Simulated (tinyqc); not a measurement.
Worked calculation: hydrogen passivation of interface dangling bonds: competing passivation and dissociation with distributed barriers. Computed by tinyqc, a small Python program that keeps every step. Command: `OMP_NUM_THREADS=1 python tinyqc.py 3013968 3013969 out.jsonl passiv walk`. One thread of a shared host (Intel(R) Xeon(R) Processor @ 2.30GHz), about 0.02 s of CPU time with the checks. Intermediate numbers are printed to about 6 digits and carried at full precision; extremes and crossings named in words are read from the listed rows.

P_b + H2 gives P_bH + H at the rate k_f [H2]; P_bH gives P_b + H at the rate k_d. All defects start unpassivated. E_f and E_d are Gaussian and independent.

Inputs (values chosen for the exercise, close to those used for P_b centres at the silicon-oxide interface):
```
quantity                                      value          unit
defect density N0                           8.9e+11        1/cm^2
passivation prefactor k_f0                  3.9e-08        cm^3/s
mean passivation barrier E_f                   1.48            eV
spread sigma_f                                0.038            eV
dissociation prefactor k_d0                 7.7e+12           1/s
mean dissociation barrier E_d                  2.61            eV
spread sigma_d                                  0.1            eV
H2 in the oxide per atm, solubility factor    2e+18  1/(cm^3 atm)
hydrogen pressure p                             0.1           atm
anneal temperature T                            700             C
anneal time t                                  3000             s
oxide thickness                                 1.9            nm
```

Constants: k_B = 8.617333262e-05 eV/K; e = 1.602176634e-19 C; eps_0 = 8.8541878128e-12 F/m.

## Single barriers

[H2] = solubility factor x p; a = k_f0 [H2] exp(-E_f/(k_B T)), d = k_d0 exp(-E_d/(k_B T)). For one pair of barriers the active share is y = [d + a exp(-(a + d) t)]/(a + d). Temperatures in kelvin are T(C) + 273.15.

passivation rate a = 168.821 1/s

dissociation rate d = 0.234285 1/s

a t = 506463

steady active share d/(a + d) = 0.00138585

active share, single barriers = 0.00138585

Passivation has run its course, and the balance with dissociation sets the remainder.

## Distributed barriers

Average y over both Gaussians with 40 x 40 Gauss-Hermite points. Active density N0 y; threshold shift if each active defect holds one charge, e N0 y t_ox/(3.9 eps_0).

active share y = 0.00308431

active density = 2.74504e+09 1/cm^2

threshold shift = 0.241991 mV

The spread changes the remainder by a factor 2.23: sigma_f/(k_B T) = 0.45 and sigma_d/(k_B T) = 1.19. Caution: densities below a few 1e9 per cm^2 are formal: other defects set the floor in real interfaces.

## Best anneal temperature for this time and pressure

Minimise the averaged y over T between 150 and 900 C: find where ln y is equal at T - 0.05 and T + 0.05 C; T is rounded to 0.1 C.

best temperature = 376.7 C

least active share = 1.16003e-05

Caution: a least active share below 1e-3 is a property of the model; measured passivation levels off well above it. Caution: atomic hydrogen, which both passivates and depassivates, and further passivation during cooling are left out.

## Isochronal anneals

The formulas are those given above.

Active share after the time t:
```
T (C)      a (1/s)      d (1/s)  single barriers  distributed
200    1.34217e-06  1.21888e-15      9.95982e-01  9.93829e-01
250    4.31002e-05  5.53341e-13      8.78710e-01  8.43596e-01
300    7.55567e-04  8.63855e-11      1.03654e-01  1.64681e-01
350    8.36507e-03  5.99647e-09      7.16858e-07  3.80477e-04
400    6.47956e-02  2.21714e-07      3.42173e-06  1.87307e-05
450    3.78160e-01  4.97593e-06      1.31581e-05  5.73663e-05
500    1.75677e+00  7.46803e-05      4.25082e-05  1.53979e-04
600    2.23670e+01  6.63286e-03      2.96458e-04  8.09952e-04
700    1.68821e+02  2.34285e-01      1.38585e-03  3.08431e-03
800    8.74275e+02  4.25877e+00      4.84759e-03  9.20120e-03
```

The distributed share is least at 400 C among these rows, 1.9e-5, and the search puts the optimum at 376.7 C. On the cold side defects with high E_f survive; on the hot side dissociation, with the larger barrier, gains on passivation with an energy E_d - E_f = 1.13 eV. In that row single barriers give 3.4e-6, so the spread raises the floor. Caution: shares below about 1e-3 in these rows are formal; measured passivation levels off well above them.

Checks made by the program: Gauss-Hermite average against a fine uniform grid (relative difference below 1e-10).
